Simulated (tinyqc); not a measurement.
Virtual crystal, CPA and unmixed bands: coherent potential approximation for a binary alloy with a semi-elliptic band.

Site levels eA = -x d (share 1 - x) and eB = (1 - x) d (share x), so that their mean, the virtual crystal, is 0. Pure band: G0(z) = 2 (z - sqrt(z - W) sqrt(z + W))/W^2 with principal roots, density -Im G/pi per site. The medium has a self-energy S(z), G = G0(z - S), z = E + i eta. t_i = (e_i - S)/(1 - (e_i - S) G); the CPA demands <t> = (1 - x) tA + x tB = 0. Iteration: start at S = 0, set S(new) = S + <t>/(1 + <t> G), stop when |<t>| < 1e-9 eV.

Parameters, chosen for this exercise:
- W = 2.3 eV (half width of the pure band)
- x = 0.18 (fraction of B)
- d = 0.95 eV (eB - eA)
- eta = 0.046 eV (broadening)
- E1 = -2.5 eV (first energy)
- dE = 0.4 eV (step)

Fifteen energies E1 + j dE. Virtual crystal: G0(z). Unmixed: (1 - x) G0(z - eA) + x G0(z - eB), the limit of large separate grains.

Densities (1/eV) and self-energy (eV):

| E (eV) | virtual crystal | CPA | unmixed | Re S | Im S |
|---|---|---|---|---|---|
| -2.50 | 0.0085 | 0.0113 | 0.0200 | -0.0577 | -0.0023 |
| -2.10 | 0.1082 | 0.1229 | 0.1200 | -0.0689 | -0.0219 |
| -1.70 | 0.1811 | 0.1856 | 0.1668 | -0.0677 | -0.0361 |
| -1.30 | 0.2229 | 0.2226 | 0.2137 | -0.0655 | -0.0481 |
| -0.90 | 0.2493 | 0.2454 | 0.2439 | -0.0625 | -0.0600 |
| -0.50 | 0.2647 | 0.2578 | 0.2606 | -0.0582 | -0.0724 |
| -0.10 | 0.2710 | 0.2613 | 0.2674 | -0.0522 | -0.0861 |
| 0.30 | 0.2689 | 0.2565 | 0.2654 | -0.0429 | -0.1018 |
| 0.70 | 0.2582 | 0.2435 | 0.2544 | -0.0276 | -0.1196 |
| 1.10 | 0.2376 | 0.2222 | 0.2331 | -0.0013 | -0.1374 |
| 1.50 | 0.2044 | 0.1930 | 0.1979 | 0.0412 | -0.1454 |
| 1.90 | 0.1508 | 0.1535 | 0.1373 | 0.0926 | -0.1276 |
| 2.30 | 0.0338 | 0.0873 | 0.0442 | 0.1357 | -0.0728 |
| 2.70 | 0.0050 | 0.0069 | 0.0295 | 0.0947 | -0.0050 |
| 3.10 | 0.0027 | 0.0031 | 0.0066 | 0.0678 | -0.0020 |

What does the comparison show, and why?

d/W = 0.41. CPA and virtual crystal differ by at most 0.054 1/eV, at 2.30 eV, against a peak of 0.277 for the pure band. |Im S| is largest at 1.50 eV (Im S = -0.145 eV); where the density is near zero this is no damping of states. On these rows the CPA density keeps one maximum: the bands are amalgamated.

Program tinyqc; command `OMP_NUM_THREADS=1 python tinyqc.py 1481943 1481944 out.jsonl`; about 0.01 s on one thread of a shared Intel(R) Xeon(R) Processor @ 2.30GHz.
